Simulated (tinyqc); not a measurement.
What each parameter does: two-band k.p model of the Delta valleys near the X point under shear strain.

Valley pair on the [001] axis, kz counted from the X point, c = hbar^2/2m0, k0 = kx0 2 pi/a. H = (c kz^2/ml + c (kx^2 + ky^2)/mt + c k0^2/ml) 1 + (2 c k0 kz/ml) sigma_z + (D exy - 2 c kx ky/Mp) sigma_x, so E = c kz^2/ml + c (kx^2 + ky^2)/mt + c k0^2/ml -/+ sqrt((2 c k0 kz/ml)^2 + (D exy - 2 c kx ky/Mp)^2). Without strain the lower band has its minima, E = 0, at kz = +/- k0. Shifts from diagonal strain are left out.

For |eta| < 1: k_min = k0 sqrt(1 - eta^2), E_min = -Delta eta^2/2, ml(eta) = ml/(1 - eta^2), 1/m[110] = 1/mt + eta/Mp, 1/m[1-10] = 1/mt - eta/Mp. For |eta| > 1 the minimum sits at X: E_min = -Delta (2 |eta| - 1)/2, ml(eta) = ml/(1 - 1/|eta|), and eta is replaced by its sign in the transverse masses. Here Delta = 2 c k0^2/ml and eta = D exy/Delta.

Constants: hbar^2/2m0 = 3.80998211 eV angstrom^2.

Parameters, chosen for this exercise (near those of Si; the results hold for these values, not for the real material):
```
symbol  value  unit      meaning
a       5.44   angstrom  lattice constant
ml      0.916  m0        longitudinal mass
mt      0.191  m0        transverse mass
kx0     0.155  2 pi/a    distance of the minimum from X
D       14     eV        shear deformation potential
Mp      0.245  m0        coupling mass
exy     0.017            shear strain
```

Delta = 2 c k0^2/ml, eta = D exy/Delta.

One parameter was then changed.

Results before and after:
```
case        eta  E_min (meV)  ml(eta) (m0)  m[110] (m0)  m[1-10] (m0)
base     0.8927      -106.23        4.5095       0.1126        0.6281
changed  0.8927      -106.23        4.5095       0.1171        0.8003
```

Which of these changes was made? (a) mt = 0.20437 m0; (b) kx0 = 0.14415 2 pi/a; (c) D = 13.02 eV; (d) Mp = 0.22785 m0; (e) exy = 0.01581; (f) ml = 0.98012 m0.

Answer: (a) mt = 0.20437 m0. Of the candidates, run in turn, only this one gives the changed row.

All candidates:
```
case                     eta  E_min (meV)  ml(eta) (m0)  m[110] (m0)  m[1-10] (m0)
base                  0.8927      -106.23        4.5095       0.1126        0.6281
ml = 0.98012 m0       0.9552      -113.66       11.1807       0.1095        0.7480
mt = 0.20437 m0       0.8927      -106.23        4.5095       0.1171        0.8003
kx0 = 0.14415 2 pi/a  1.0321      -122.70       29.4381       0.1073        0.8666
D = 13.02 eV          0.8302       -91.88        2.9474       0.1160        0.5414
Mp = 0.22785 m0       0.8927      -106.23        4.5095       0.1092        0.7589
exy = 0.01581         0.8302       -91.88        2.9474       0.1160        0.5414
```

Computed by tinyqc, a small Python program: `OMP_NUM_THREADS=1 python tinyqc.py 1080281 1080282 out.jsonl` (the numbers bound the seed that draws the inputs); one thread of a shared host (Intel(R) Xeon(R) Processor @ 2.30GHz), about 0.01 s for the whole set of steps.
